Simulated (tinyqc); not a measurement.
Filling against narrowing: heavy doping: band filling, gap narrowing, band tails and the effective intrinsic density. Computed by tinyqc, a small Python program. Command: `OMP_NUM_THREADS=1 python tinyqc.py 3000917 3000918 out.jsonl gapnarrow walk`. One thread of a shared host (Intel(R) Xeon(R) Processor @ 2.30GHz), about 0.02 s of CPU time with the checks.

An n-type crystal above its Mott density, with all dopants ionised: n = N_D - N_A, ionised centres N_I = N_D + N_A. Valleys are taken as spherical with mass m_e.

Inputs (values chosen for the exercise, for a model semiconductor):
```
quantity,value,unit
gap E_g,2.87,eV
electron mass m_e,0.204,m_0
valleys M_c,1,-
hole mass m_h,0.893,m_0
dielectric constant eps,10.6,-
donor density N_D,3.8e+19,cm^-3
compensation ratio N_A/N_D,0.5,-
temperature T,77,K
```

Conduction band: non-parabolic (Kane).

Constants: a_0 = 0.529177210903 angstrom; Ry = 13.605693123 eV; hbar^2/(2 m_0) = 3.80998212 eV angstrom^2; k_B = 8.617333262e-05 eV/K; e = 1.602176634e-19 C; eps_0 = 8.8541878128e-12 F/m; e^2/(4 pi eps_0) = 14.39964548 eV angstrom.

Method:
- n = N_D (1 - ratio); Ry* = Ry m_e/eps^2, a* = a_0 eps/m_e; r_s = (3/(4 pi n))^(1/3)/a*; k_F = (3 pi^2 n/M_c)^(1/3); Mott density (0.26/a*)^3.
- n = M_c (1/(2 pi^2)) (m_e/(hbar^2/2m_0))^(3/2) int sqrt(E (1 + aE)) (1 + 2 aE) f dE with a = (1 - m_e)^2/E_g, f = 1/(1 + exp((E - E_F)/k_B T)); trapezoid rule in t = sqrt(E/k_B T), step 0.02 up to 12; E_F by bisection from the band edge.
- Screening: q^2 = (e/(eps eps_0)) dn/dE_F. Exchange lowers the conduction band by (1/pi) k_F e^2/(4 pi eps_0 eps) (T = 0 Hartree-Fock at k_F, taken as a rigid shift). Screening raises the valence band by (q/2) e^2/(4 pi eps_0 eps) (static Coulomb hole). The narrowing is the sum; electron correlation and carrier-ion shifts are left out. Root-mean-square potential of randomly placed ions: V_rms = (e^2/(4 pi eps_0 eps)) sqrt(2 pi N_I/q).
- Absorption edge of a direct gap, from the valence band at k_F (T = 0 value) to the Fermi level: E_g - narrowing + E_F + (hbar^2/2m_0) k_F^2/m_h, k_F = (3 pi^2 n)^(1/3); the shift is the edge less E_g. n p/n_i^2 = exp(narrowing/k_B T) x (n/N) exp(-E_F/k_B T), N being the limit of n exp(-E_F/k_B T) far below the edge (taken at E_F = -12 k_B T); apparent narrowing = k_B T ln(n p/n_i^2).
- The compensation ratio is held; the absorption edge is given only for E_F above 2 k_B T.

n = 1.90e+19 cm^-3

Mott density = 8.45453e+17 cm^-3

Against carrier density (energies in meV):
```
n (cm^-3),E_F,narrowing,apparent narrowing,V_rms,shift of the absorption edge
1.90e+18,25.74,44.48,30.93,40.10,-12.47
3.80e+18,42.20,52.94,27.53,52.92,-0.79
7.60e+18,67.49,62.74,16.64,70.20,20.54
1.30e+19,96.34,71.63,0.24,87.44,47.29
1.90e+19,123.55,78.77,-17.31,102.09,73.86
3.00e+19,166.21,88.49,-47.21,122.91,117.14
4.80e+19,224.72,99.98,-91.11,148.59,178.67
7.60e+19,300.59,112.97,-150.95,178.59,260.89
```

What follows from these numbers?

Narrowing grows with exponent 0.27 between the last rows (exchange goes as n^(1/3), the Coulomb hole as n^(1/6) in a degenerate parabolic band) and E_F with 0.63 (2/3 for a parabolic band at T = 0, towards 1/3 in a Kane band). The apparent narrowing falls over all rows, since E_F grows faster than the narrowing. Where V_rms is above half of E_F, band tails blur the edge by more than small net shifts. The absorption edge turns from a red to a blue shift between 3.8e18 and 7.6e18 cm^-3.

Extremes, crossings and ranges named in words are read from the listed rows.
